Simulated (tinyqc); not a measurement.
# Surface photovoltage measurement of the minority-carrier diffusion length in a wafer, step by step

A worked calculation. Computed by tinyqc, a small Python program that keeps every step. Command: `OMP_NUM_THREADS=1 python tinyqc.py 3130045 3130046 out.jsonl spv walk`. One thread of a shared host (Intel(R) Xeon(R) Processor @ 2.30GHz), about 0.01 s of CPU time with the checks. Intermediate numbers are printed to about 6 digits and carried at full precision; extremes and crossings named in words are read from the listed rows.

Low injection, steady light, a depletion layer much thinner than 1/alpha and L. The excess density dn is taken at the front edge of the neutral region; light that reaches the back is lost.

Inputs (values chosen for the exercise, modelled on p-type silicon at room temperature): diffusion length L = 190 micrometre; wafer thickness W = 625 micrometre; diffusivity D = 29.8 cm^2/s; front recombination velocity S_f = 1900 cm/s; back recombination velocity S_b = 2400 cm/s; photon flux entering = 1.3e+11 1/(cm^2 s); minority density at the surface barrier scale n_0 = 6.1e+10 1/cm^3; temperature T = 298 K; wavelength = 944 nm; relative noise of each reading = 0.5 %; diffusion length after pair splitting over L = 0.84; iron factor C = 1e+16 micrometre^2/cm^3.

Constants: k_B = 8.617333262e-05 eV/K.

## One wavelength

alpha = (84.732/lambda - 76.417)^2 per cm with lambda in micrometre (an empirical fit for silicon between 0.7 and 1.05 micrometre). Thick wafer: dn = Phi L/((S_f + D/L)(L + 1/alpha)). Finite wafer, with s = S_b L/D, w = W/L, a = alpha L: dn = [Phi a/(a^2 - 1)] [a - B - exp(-alpha W)(a - s)/(cosh w + s sinh w)]/(S_f + B D/L), B = (sinh w + s cosh w)/(cosh w + s sinh w). Photovoltage V = (k_B T/e) ln(1 + dn/n_0). Lifetime = L^2/D.

alpha = 177.995 1/cm

penetration depth 1/alpha = 56.1814 micrometre

dn, thick wafer = 2.89274e+07 1/cm^3

B = 1.00058

dn, finite wafer = 2.89127e+07 1/cm^3

photovoltage V = 0.0121687 mV

lifetime = 12.1141 microsecond

## The linear plot

normal deviates g for the noise: [-1.18, -1.55, 0.08, 1.82, -0.90, -0.37, -1.66]

Readings y = (Phi/dn) (1 + noise x g) at 780, 830, 880, 920, 950, 975 and 995 nm; a least-squares line y = c (1/alpha + L_app) gives L_app = intercept/slope.

Readings:
```
lambda (nm)  1/alpha (micrometre)  y (cm/s)  line (cm/s)
780                         9.636   3623.90      3642.20
830                        15.176   3717.60      3742.35
880                        25.330   3933.77      3925.93
920                        40.658   4250.73      4203.06
950                        61.278   4568.88      4575.88
975                        90.917   5122.78      5111.75
995                       130.888   5817.92      5834.41
```

slope = 18.0800 cm/(s micrometre)

apparent length L_app = 191.813 micrometre

error of L_app (rounded to 0.001) = 0.954 %

Without noise the error would be -0.3 %, from the finite thickness at W/L = 3.3. S_f scales all readings alike and leaves L_app unchanged.

## Where the wafer is too thin

No noise; L is varied at fixed W, and the last two columns set S_b to 0 and to 1e7 cm/s.

Apparent length (micrometre):
```
L           W/L  given S_b  S_b = 0  S_b = 1e7
31.2    20.0321     31.200    31.20     31.200
62.5    10.0000     62.500    62.50     62.500
125.0    5.0000    124.984   125.11    124.854
188.0    3.3245    187.413   190.02    185.706
312.0    2.0032    299.685   338.14    285.537
500.0    1.2500    419.859   647.19    376.130
812.0    0.7697    516.643  1396.39    438.235
1310.0   0.4771    569.979  3034.83    468.944
2500.0   0.2500    598.891  7352.90    484.662
```

With a fast back surface L_app levels off, at 485 micrometre in the last row; with a passive one it reaches up to 2.94 times L among these rows and is 7350 in the last. All three columns are within 5 % of L down to W/L = 3.3.

## Iron from two lengths

Splitting iron-boron pairs in boron-doped silicon shortens L; with nothing else changing, [Fe] = C (1/L_after^2 - 1/L^2). It is evaluated with the true lengths and with the apparent ones (without noise), which differ when the wafer is not thick against L.

L_after = 159.6 micrometre

[Fe] from the true lengths = 1.15577e+11 1/cm^3

[Fe] from the apparent lengths = 1.14507e+11 1/cm^3

bias, apparent over true less 1 (rounded to 0.001) = -0.926 %

Checks made by the program: dn against a finite-difference solution (relative difference 1e-06).
